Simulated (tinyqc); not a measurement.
## Biaxially strained (001) channel, valley splitting in an inversion layer: effect of the confining field

A thin layer grown on a relaxed buffer is stretched in the plane. The two valleys with their long axis along the growth direction (D2) sink against the four in-plane ones (D4); confinement in a triangular well splits them too. Only the lowest subband of each set is kept; one relaxation time, so the weakening of intervalley scattering is left out.

e_par = b1 x, e_perp = -2 (c12/c11) e_par, splitting D = Xu (e_par - e_perp), in-plane stress (c11 + c12 - 2 c12^2/c11) e_par. Levels E(m) = 2.33811 (hbar^2 q^2 F^2/(2 m))^(1/3): E2 = E(ml), E4 = E(mt) + D; N2 = 2 mt kB T/(pi hbar^2), N4 = 4 sqrt(mt ml) kB T/(pi hbar^2). EF solves Ns = N2 ln(1 + exp((EF - E2)/Vt)) + N4 ln(1 + exp((EF - E4)/Vt)); f2 is the share in D2, and 1/mc = f2/mt + (1 - f2)(1/mt + 1/ml)/2. The gain is mc(x = 0)/mc.

Values chosen for this exercise; values close to those of silicon on relaxed silicon-germanium:
- T = 300 K (temperature)
- x = 0.09 (germanium share of the relaxed buffer)
- b1 = 0.0418 (lattice mismatch per unit x)
- c11 = 163 GPa (elastic constant)
- c12 = 64.6 GPa (elastic constant)
- Xu = 8.95 eV (shear deformation potential)
- ml = 0.907 m0 (longitudinal mass)
- mt = 0.194 m0 (transverse mass)
- Ns = 1.7e12 cm^-2 (inversion density)

Constants: q = 1.602176634e-19 C, kB = 1.380649e-23 J/K, hbar = 1.054571817e-34 J s, m0 = 9.1093837015e-31 kg, Vt = kB T/q, hbar^2/(2 m0) = 0.0380998212 eV nm^2. Results are converted to the units shown.

The same in every row: D (meV) = 60.36.

Result of one run:
```
F (MV/cm)	f2 without strain	f2	mc (m0)	gain
0.5	0.7777	0.9717	0.1962	1.084
```

What becomes of these results when the confining field F is changed from 0.5 to 1.3 MV/cm, all else the same?

Result of the changed run:
```
F (MV/cm)	f2 without strain	f2	mc (m0)	gain
1.3	0.9771	0.9977	0.1942	1.008
```

The whole series:
```
F (MV/cm)	f2 without strain	f2	mc (m0)	gain
0.1	0.3705	0.8433	0.2067	1.247
0.3	0.6146	0.9380	0.1988	1.150
0.5	0.7777	0.9717	0.1962	1.084
0.7	0.8752	0.9860	0.1951	1.046
0.9	0.9301	0.9927	0.1946	1.025
1.1	0.9604	0.9960	0.1943	1.014
1.3	0.9771	0.9977	0.1942	1.008
1.5	0.9865	0.9987	0.1941	1.005
```

As F goes from 0.1 to 1.5 MV/cm, f2 rises from 0.843 to 0.999 (without strain: it rises from 0.371 to 0.987) and the gain falls from 1.25 to 1.00. Strong confinement already empties D4, so strain has less to move. At F = 0.1 MV/cm the second D2 subband, left out here, lies within 2 Vt of EF or below it.

Program tinyqc, `OMP_NUM_THREADS=1 python tinyqc.py 2530131 2530132 out.jsonl`; Intel Xeon 2.30GHz, shared host, one thread, about 0.01 s.
